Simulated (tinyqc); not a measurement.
The fan of levels: Landau levels of massless Dirac electrons.

E_N = sqrt(2N) hv/l for N = 0, 1, 2, ... and the mirror levels below zero; each is fourfold (spin, valley), Zeeman splitting left out; half of level 0 belongs to the electrons.

In a field B along z: l = 1/sqrt((e/hbar) B) is the magnetic length, n_B = B/(h/e) the number of states per area in one level, hbar wc = 2 muB B/m for mass m in m0; 1/angstrom^2 = 1e16/cm^2.

Constants: e/hbar = 1.519267448e-05 1/(T angstrom^2); h/e = 413566.7697 T angstrom^2; muB = 5.788381798e-05 eV/T.

Parameters, chosen for this exercise (out of a larger set: near those of graphene; not measured data): hv = 7 eV angstrom (hbar v); Bs = (0.5, 1, 2, 4, 8, 12, 16) T (fields).

The four lowest levels against B, with their labels in order.

Levels (meV):
```
B (T)  first  second   third  fourth    order
0.500   0.00   27.28   38.59   47.26  0 1 2 3
1.00    0.00   38.59   54.57   66.83  0 1 2 3
2.00    0.00   54.57   77.17   94.52  0 1 2 3
8.00    0.00  109.14  154.34  189.03  0 1 2 3
12.0    0.00  133.67  189.03  231.52  0 1 2 3
16.0    0.00  154.34  218.28  267.33  0 1 2 3
```

Give the missing row, B (T) = 4.00.

Computed row:
```
B (T)  first  second   third  fourth    order
4.00    0.00   77.17  109.14  133.67  0 1 2 3
```

The fourth level grows as B^0.50 over the first two rows and B^0.50 over the last two (1 for a parabolic band without a fixed offset such as a valley splitting, 1/2 for massless Dirac electrons). The order of the levels does not change. Level 0 stays at zero, and the others stand as sqrt(N).

(tinyqc, `OMP_NUM_THREADS=1 python tinyqc.py 1250007 1250008 out.jsonl`, Intel(R) Xeon(R) Processor @ 2.30GHz, 1 thread, shared host, about 0.01 s.)
